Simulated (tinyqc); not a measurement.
RHF in the sto-3g basis, for H6, spin multiplicity 1, step by step. One step of it, computed by the program tinyqc.

Question. Iteration 1: building the Fock matrix. J_ij = sum D_kl (ij|kl), K_ij = sum D_kl (ik|jl); F = H + J - 0.5 K; E = tr D H + tr D J / 2 - 0.25 tr D K + E_nn.

D at the start, order 1H 1s, 2H 1s, 3H 1s, 4H 1s, 5H 1s, 6H 1s:
```
[[3.196123, -2.858672, 0.284870, -0.046279, -0.000820, -0.015205],
 [-2.858672, 2.602816, -0.623365, 0.408867, -0.032193, -0.000851],
 [0.284870, -0.623365, 2.988798, -2.970815, 0.408823, -0.046598],
 [-0.046279, 0.408867, -2.970815, 2.988646, -0.623677, 0.285530],
 [-0.000820, -0.032193, 0.408823, -0.623677, 2.608766, -2.864347],
 [-0.015205, -0.000851, -0.046598, 0.285530, -2.864347, 3.201264]]
```

core Hamiltonian H = T + V (hartree), order 1H 1s, 2H 1s, 3H 1s, 4H 1s, 5H 1s, 6H 1s:
```
[[-1.658844, -1.344847, -0.088033, -0.019363, -0.000154, -0.000013],
 [-1.344847, -1.813561, -0.309876, -0.090191, -0.001328, -0.000154],
 [-0.088033, -0.309876, -1.953201, -1.481795, -0.090195, -0.019408],
 [-0.019363, -0.090191, -1.481795, -1.953231, -0.309902, -0.088207],
 [-0.000154, -0.001328, -0.090195, -0.309902, -1.814181, -1.346466],
 [-0.000013, -0.000154, -0.019408, -0.088207, -1.346466, -1.659625]]
```

Two-electron integrals (ij|kl) in chemists' order, unique and non-zero (hartree):
```
(11|11) 0.774606   (21|11) 0.437204   (21|21) 0.289051   (22|11) 0.565115
(22|21) 0.437204   (22|22) 0.774606   (31|11) 0.015336   (31|21) 0.011529
(31|22) 0.020248   (31|31) 0.000710   (32|11) 0.046737   (32|21) 0.037333
(32|22) 0.070342   (32|31) 0.002732   (32|32) 0.011130   (33|11) 0.201152
(33|21) 0.153538   (33|22) 0.280431   (33|31) 0.015336   (33|32) 0.070342
(33|33) 0.774606   (41|11) 0.002531   (41|21) 0.001959   (41|22) 0.003562
(41|31) 0.000138   (41|32) 0.000555   (41|33) 0.003562   (41|41) 0.000028
(42|11) 0.010346   (42|21) 0.008178   (42|22) 0.015336   (42|31) 0.000651
(42|32) 0.002732   (42|33) 0.020248   (42|41) 0.000138   (42|42) 0.000710
(43|11) 0.114996   (43|21) 0.086026   (43|22) 0.153538   (43|31) 0.008178
(43|32) 0.037333   (43|33) 0.437204   (43|41) 0.001959   (43|42) 0.011529
(43|43) 0.289051   (44|11) 0.156421   (44|21) 0.114996   (44|22) 0.201152
(44|31) 0.010346   (44|32) 0.046737   (44|33) 0.565115   (44|41) 0.002531
(44|42) 0.015336   (44|43) 0.437204   (44|44) 0.774606   (51|11) 0.000010
(51|21) 0.000007   (51|22) 0.000013   (51|31) 6.59e-07   (51|32) 2.89e-06
(51|33) 0.000026   (51|41) 1.49e-07   (51|42) 8.16e-07   (51|43) 0.000016
(51|44) 0.000023   (52|11) 0.000081   (52|21) 0.000061   (52|22) 0.000109
(52|31) 0.000005   (52|32) 0.000024   (52|33) 0.000240   (52|41) 1.26e-06
(52|42) 0.000007   (52|43) 0.000158   (52|44) 0.000240   (52|51) 9.71e-09
(52|52) 9.45e-08   (53|11) 0.005261   (53|21) 0.003810   (53|22) 0.006555
(53|31) 0.000321   (53|32) 0.001410   (53|33) 0.015336   (53|41) 0.000076
(53|42) 0.000444   (53|43) 0.011529   (53|44) 0.020248   (53|51) 6.59e-07
(53|52) 0.000007   (53|53) 0.000710   (54|11) 0.017957   (54|21) 0.012860
(54|22) 0.021835   (54|31) 0.001035   (54|32) 0.004460   (54|33) 0.046737
(54|41) 0.000243   (54|42) 0.001410   (54|43) 0.037333   (54|44) 0.070342
(54|51) 2.14e-06   (54|52) 0.000024   (54|53) 0.002732   (54|54) 0.011130
(55|11) 0.100604   (55|21) 0.070666   (55|22) 0.117412   (55|31) 0.005261
(55|32) 0.021835   (55|33) 0.201152   (55|41) 0.001187   (55|42) 0.006555
(55|43) 0.153538   (55|44) 0.280431   (55|51) 0.000010   (55|52) 0.000109
(55|53) 0.015336   (55|54) 0.070342   (55|55) 0.774606   (61|11) 6.47e-07
(61|21) 4.83e-07   (61|22) 8.60e-07   (61|31) 4.35e-08   (61|32) 1.93e-07
(61|33) 1.95e-06   (61|41) 1.01e-08   (61|42) 5.74e-08   (61|43) 1.28e-06
(61|44) 1.95e-06   (61|53) 5.74e-08   (61|54) 1.93e-07   (61|55) 8.60e-07
(62|11) 0.000008   (62|21) 0.000006   (62|22) 0.000010   (62|31) 4.86e-07
(62|32) 2.15e-06   (62|33) 0.000023   (62|41) 1.15e-07   (62|42) 6.62e-07
(62|43) 0.000016   (62|44) 0.000026   (62|52) 9.75e-09   (62|53) 8.18e-07
(62|54) 2.90e-06   (62|55) 0.000013   (63|11) 0.000977   (63|21) 0.000700
(63|22) 0.001190   (63|31) 0.000057   (63|32) 0.000244   (63|33) 0.002537
(63|41) 0.000013   (63|42) 0.000076   (63|43) 0.001964   (63|44) 0.003571
(63|51) 1.14e-07   (63|52) 1.27e-06   (63|53) 0.000138   (63|54) 0.000556
(63|55) 0.003569   (63|61) 1.02e-08   (63|62) 1.50e-07   (63|63) 0.000028
(64|11) 0.004407   (64|21) 0.003132   (64|22) 0.005272   (64|31) 0.000244
(64|32) 0.001038   (64|33) 0.010369   (64|41) 0.000057   (64|42) 0.000322
(64|43) 0.008196   (64|44) 0.015370   (64|51) 4.85e-07   (64|52) 0.000005
(64|53) 0.000652   (64|54) 0.002737   (64|55) 0.020286   (64|61) 4.36e-08
(64|62) 6.63e-07   (64|63) 0.000139   (64|64) 0.000713   (65|11) 0.061274
(65|21) 0.042818   (65|22) 0.070743   (65|31) 0.003129   (65|32) 0.012874
(65|33) 0.115129   (65|41) 0.000699   (65|42) 0.003815   (65|43) 0.086128
(65|44) 0.153724   (65|51) 0.000006   (65|52) 0.000061   (65|53) 0.008188
(65|54) 0.037380   (65|55) 0.437771   (65|61) 4.84e-07   (65|62) 0.000007
(65|63) 0.001965   (65|64) 0.011564   (65|65) 0.289702   (66|11) 0.088020
(66|21) 0.061218   (66|22) 0.100623   (66|31) 0.004399   (66|32) 0.017962
(66|33) 0.156467   (66|41) 0.000975   (66|42) 0.005262   (66|43) 0.115034
(66|44) 0.201228   (66|51) 0.000008   (66|52) 0.000081   (66|53) 0.010351
(66|54) 0.046763   (66|55) 0.565490   (66|61) 6.47e-07   (66|62) 0.000010
(66|63) 0.002537   (66|64) 0.015370   (66|65) 0.437771   (66|66) 0.774606
```

nuclear repulsion = 4.19752414 hartree

Give: Coulomb J; exchange K; Fock matrix F; total energy of this density.

Answer.

Coulomb J (hartree), order 1H 1s, 2H 1s, 3H 1s, 4H 1s, 5H 1s, 6H 1s:
```
[[1.969, 1.265, 0.070, 0.014, 0.000, 0.000],
 [1.265, 1.990, 0.274, 0.072, 0.001, 0.000],
 [0.070, 0.274, 2.165, 1.381, 0.072, 0.014],
 [0.014, 0.072, 1.381, 2.165, 0.274, 0.071],
 [0.000, 0.001, 0.072, 0.274, 1.990, 1.266],
 [0.000, 0.000, 0.014, 0.071, 1.266, 1.969]]
```

exchange K (hartree), order 1H 1s, 2H 1s, 3H 1s, 4H 1s, 5H 1s, 6H 1s:
```
[[0.726, 0.083, -0.013, 0.008, 0.000, -0.001],
 [0.083, 0.405, 0.052, 0.002, 0.000, 0.000],
 [-0.013, 0.052, 0.548, 0.065, 0.002, 0.008],
 [0.008, 0.002, 0.065, 0.548, 0.052, -0.013],
 [0.000, 0.000, 0.002, 0.052, 0.405, 0.084],
 [-0.001, 0.000, 0.008, -0.013, 0.084, 0.725]]
```

Fock matrix F (hartree), order 1H 1s, 2H 1s, 3H 1s, 4H 1s, 5H 1s, 6H 1s:
```
[[-0.053, -0.122, -0.011, -0.009, 0.000, 0.001],
 [-0.122, -0.026, -0.062, -0.018, -0.001, 0.000],
 [-0.011, -0.062, -0.062, -0.133, -0.018, -0.009],
 [-0.009, -0.018, -0.133, -0.062, -0.062, -0.011],
 [0.000, -0.001, -0.018, -0.062, -0.026, -0.122],
 [0.001, 0.000, -0.009, -0.011, -0.122, -0.053]]
```

total energy of this density = 1.42044 hartree
